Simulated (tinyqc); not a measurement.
# Current crowding under a contact, resistor ladder against the transmission-line model: effect of the contact resistivity

A metal contact of length d and width W on a thin layer of the same width. The metal has no resistance, the sheet resistance under it equals Rsh, and current enters the layer at the front edge x = 0.

Transfer length Lt = sqrt(rc/Rsh); front resistance Rc = (Rsh Lt/W) coth(d/Lt); end resistance Re = (Rsh Lt/W)/sinh(d/Lt).

Inputs (values chosen for the exercise):
```
symbol,value,unit,meaning
Rsh,150,ohm/sq,sheet resistance of the semiconductor layer
d,2.3,um,contact length
W,16,um,contact width
```

Result of one run:
```
rc (ohm cm^2),Lt (um),d/Lt,Rc W (ohm um)
7.8e-5,7.2111,0.31895,3505.5
```

What becomes of these results when the specific contact resistivity rc is changed from 7.8e-5 to 1.4e-5 ohm cm^2, all else the same?

Result of the changed run:
```
rc (ohm cm^2),Lt (um),d/Lt,Rc W (ohm um)
1.4e-5,3.0551,0.75285,719.57
```

The whole series:
```
rc (ohm cm^2),Lt (um),d/Lt,Rc W (ohm um)
2.9e-8,0.13904,16.541,20.857
7e-8,0.21602,10.647,32.404
1.7e-7,0.33665,6.8320,50.498
4.1e-7,0.52281,4.3993,78.446
9.7e-7,0.80416,2.8601,121.42
2.3e-6,1.2383,1.8574,195.02
5.6e-6,1.9322,1.1904,348.90
1.4e-5,3.0551,0.75285,719.57
3.2e-5,4.6188,0.49796,1504.4
7.8e-5,7.2111,0.31895,3505.5
```

Rc W rises from 20.9 to 3510 ohm um, as rc^(0.50) between the first two rows (d/Lt = 17) and rc^(0.95) between the last two (d/Lt = 0.32); a long contact gives the power 1/2 and a short one 1.

tinyqc, about 0.01 s, one thread, Intel Xeon 2.30GHz (shared host): `OMP_NUM_THREADS=1 python tinyqc.py 2760145 2760146 out.jsonl`
